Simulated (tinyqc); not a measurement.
# Resistance of a source-drain extension with a graded tip: effects of single changes

y runs along the channel, the gate covers y > 0. The doping is N0 for y < y0 and N0 10^(-(y - y0)/la) beyond, uniform over the depth xj. Sheet conductance s(y) = q mu(N) max(N - Nch, 0) xj + (for y > 0) ma Cox Vo, with mu(N) = u0 + (u1 - u0)/(1 + (N/Nr)^au) and Cox = eps0 eox/tox. Current is taken as one-dimensional; depletion of the tip, spreading and the contact are left out. The metallurgical junction lies at yj, where N = Nch.

Parameters, values chosen for the exercise; mobility law close to that of electrons in silicon: relative permittivity of the gate insulator (close to silicon dioxide) eox = 3.9; insulator thickness tox = 3.4 nm; active doping of the extension far from the gate N0 = 2.7e20 cm^-3; lateral abruptness la = 2.6 nm/decade; depth of the extension xj = 17 nm; channel doping Nch = 1.7e18 cm^-3; spacer length Ls = 9 nm; gate overdrive Vo = 0.63 V; mobility of the gate-induced layer ma = 180 cm^2/(V s); mobility at low doping u1 = 1414 cm^2/(V s); mobility at high doping u0 = 68.5 cm^2/(V s); reference doping Nr = 9.2e16 cm^-3; exponent au = 0.711; gate length Lg = 90 nm.

Constants: q = 1.602176634e-19 C, eps0 = 8.8541878128e-14 F/cm where lengths are in cm. Results are converted to the units shown.

Each table varies one quantity; the others keep the values above.

## Abruptness at a fixed junction position

R_spacer = integral of dy/s from -Ls to 0, R_ov from 0 to yj, R_channel = (Lg - 2 yj)/(ma Cox Vo), R_total = 2 R_spacer + 2 R_ov + R_channel. Electrical length L_eff = ma Cox dR_total/d(1/Vo); R_series = R_total - L_eff/(ma Cox Vo). y0 is moved with la so that yj stays at 9.6224 nm.

The same in every row: yj (nm) = 9.622; R_channel (ohm um) = 614.3.

Results:

| la (nm/decade) | R_spacer (ohm um) | R_ov (ohm um) | R_total (ohm um) | L_eff (nm) | R_series (ohm um) |
|---|---|---|---|---|---|
| 1 | 1.685 | 6.607 | 630.9 | 71.37 | 11.21 |
| 1.9 | 1.685 | 10.97 | 639.6 | 71.92 | 15.16 |
| 2.9 | 1.685 | 15.81 | 649.3 | 72.53 | 19.54 |
| 3.8 | 1.685 | 20.17 | 658.0 | 73.08 | 23.49 |
| 5.7 | 2.148 | 28.94 | 676.5 | 74.24 | 31.94 |
| 6.7 | 3.188 | 32.84 | 686.4 | 74.83 | 36.72 |
| 7.6 | 4.656 | 35.93 | 695.5 | 75.34 | 41.39 |

Estimate the missing row, la = 4.8 nm/decade.

Computed row:

| la (nm/decade) | R_spacer (ohm um) | R_ov (ohm um) | R_total (ohm um) | L_eff (nm) | R_series (ohm um) |
|---|---|---|---|---|---|
| 4.8 | 1.729 | 24.97 | 667.7 | 73.69 | 27.88 |

With this row back in the table: As la goes from 1 to 7.6 nm/decade, R_total rises from 631 to 696 ohm um, R_spacer rises from 1.68 to 4.66 ohm um and R_ov rises from 6.61 to 35.9 ohm um. R_total changes on average by 9.78 ohm um for each nm/decade. L_eff exceeds the metallurgical length by 0.619 nm in the first row and 4.58 nm in the last, since the gate also controls the lightly doped tips.

## Effect of the position under the gate where the fall begins

Same model as above.

Result of one run:

| y0 (nm) | yj (nm) | R_spacer (ohm um) | R_ov (ohm um) | R_channel (ohm um) | R_total (ohm um) | L_eff (nm) | R_series (ohm um) |
|---|---|---|---|---|---|---|---|
| 4 | 9.722 | 1.685 | 14.37 | 612.6 | 644.7 | 72.15 | 18.26 |

What becomes of these results when the position under the gate where the fall begins (gate edge at 0) y0 is changed from 4 to 6 nm, all else the same?

Result of the changed run:

| y0 (nm) | yj (nm) | R_spacer (ohm um) | R_ov (ohm um) | R_channel (ohm um) | R_total (ohm um) | L_eff (nm) | R_series (ohm um) |
|---|---|---|---|---|---|---|---|
| 6 | 11.72 | 1.685 | 14.74 | 577.9 | 610.7 | 68.15 | 18.98 |

The whole series:

| y0 (nm) | yj (nm) | R_spacer (ohm um) | R_ov (ohm um) | R_channel (ohm um) | R_total (ohm um) | L_eff (nm) | R_series (ohm um) |
|---|---|---|---|---|---|---|---|
| -4 | 1.722 | 6.718 | 9.091 | 751.5 | 783.1 | 87.94 | 19.63 |
| -2 | 3.722 | 2.278 | 12.73 | 716.8 | 746.8 | 84.13 | 16.31 |
| 0 | 5.722 | 1.685 | 13.64 | 682.1 | 712.7 | 80.15 | 16.83 |
| 2 | 7.722 | 1.685 | 14.01 | 647.3 | 678.7 | 76.15 | 17.54 |
| 4 | 9.722 | 1.685 | 14.37 | 612.6 | 644.7 | 72.15 | 18.26 |
| 6 | 11.72 | 1.685 | 14.74 | 577.9 | 610.7 | 68.15 | 18.98 |
| 8 | 13.72 | 1.685 | 15.11 | 543.1 | 576.7 | 64.15 | 19.70 |

As y0 goes from -4 to 8, R_total falls from 783 to 577 ohm um, L_eff falls from 87.9 to 64.2 nm and R_series goes from 19.6 through a minimum of 16.3 (at y0 = -2 among the rows listed) to 19.7 ohm um. More overlap also shortens the channel and adds capacitance, effects on threshold and speed that are left out.

Computed by the program tinyqc: `OMP_NUM_THREADS=1 python tinyqc.py 2282220 2282221 out.jsonl`, one thread of a shared Intel Xeon 2.30GHz, about 0.04 s for the whole run.
